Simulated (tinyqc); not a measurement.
Inside a calculation. Method: empirical pseudopotential in a few plane waves. One step of it, computed by the program tinyqc.

Problem. Levels at G. Diagonalise the Hermitian matrix.

H(k) at G (eV), lower triangle (Hermitian):
```
                     +0+0+0               -1-1-1               -1-1+1               -1+1-1
+0+0+0             0.000000
-1-1-1   2.020342-1.000550i            16.247356
-1-1+1  -2.020342-1.000550i   0.000000+0.598650i            16.247356
-1+1-1  -2.020342-1.000550i   0.000000+0.598650i             0.285720            16.247356
-1+1+1  -2.020342+1.000550i            -0.285720   0.000000+0.598650i   0.000000+0.598650i
+1-1-1  -2.020342-1.000550i   0.000000+0.598650i             0.285720             0.285720
+1-1+1  -2.020342+1.000550i            -0.285720   0.000000+0.598650i             0.000000
+1+1-1  -2.020342+1.000550i            -0.285720             0.000000   0.000000+0.598650i
+1+1+1   2.020342+1.000550i             0.000000            -0.285720            -0.285720
-2+0+0   0.000000-0.598650i  -2.020342+1.000550i  -2.020342-1.000550i  -2.020342-1.000550i
+0-2+0   0.000000-0.598650i  -2.020342+1.000550i  -2.020342-1.000550i   0.461793-0.096207i
+0+0-2   0.000000-0.598650i  -2.020342+1.000550i   0.461793-0.096207i  -2.020342-1.000550i
+0+0+2   0.000000+0.598650i  -0.461793-0.096207i   2.020342+1.000550i  -0.461793+0.096207i
+0+2+0   0.000000+0.598650i  -0.461793-0.096207i  -0.461793+0.096207i   2.020342+1.000550i
+2+0+0   0.000000+0.598650i  -0.461793-0.096207i  -0.461793+0.096207i  -0.461793+0.096207i

                     -1+1+1               +1-1-1               +1-1+1               +1+1-1
-1+1+1            16.247356
+1-1-1             0.000000            16.247356
+1-1+1             0.285720   0.000000+0.598650i            16.247356
+1+1-1             0.285720   0.000000+0.598650i             0.285720            16.247356
+1+1+1   0.000000+0.598650i            -0.285720   0.000000+0.598650i   0.000000+0.598650i
-2+0+0   2.020342-1.000550i   0.461793-0.096207i  -0.461793-0.096207i  -0.461793-0.096207i
+0-2+0  -0.461793-0.096207i  -2.020342-1.000550i   2.020342-1.000550i  -0.461793-0.096207i
+0+0-2  -0.461793-0.096207i  -2.020342-1.000550i  -0.461793-0.096207i   2.020342-1.000550i
+0+0+2  -2.020342+1.000550i  -0.461793+0.096207i  -2.020342+1.000550i   0.461793+0.096207i
+0+2+0  -2.020342+1.000550i  -0.461793+0.096207i   0.461793+0.096207i  -2.020342+1.000550i
+2+0+0   0.461793+0.096207i   2.020342+1.000550i  -2.020342+1.000550i  -2.020342+1.000550i

                     +1+1+1     -2+0+0     +0-2+0     +0+0-2
+1+1+1            16.247356
-2+0+0  -0.461793+0.096207i  21.663141
+0-2+0  -0.461793+0.096207i   0.285720  21.663141
+0+0-2  -0.461793+0.096207i   0.285720   0.285720  21.663141
+0+0+2  -2.020342-1.000550i  -0.285720  -0.285720   0.000000
+0+2+0  -2.020342-1.000550i  -0.285720   0.000000  -0.285720
+2+0+0  -2.020342-1.000550i   0.000000  -0.285720  -0.285720

           +0+0+2     +0+2+0     +2+0+0
+0+0+2  21.663141
+0+2+0   0.285720  21.663141
+2+0+0   0.285720   0.285720  21.663141
```

Give: eigenvalues.

Solution.

eigenvalues (eV): -2.7529  12.4818  12.4818  12.4818  13.6945  16.3812  16.3812  16.3812  19.2960  21.0917  21.0917  24.7234  24.7234  24.7234  26.7775
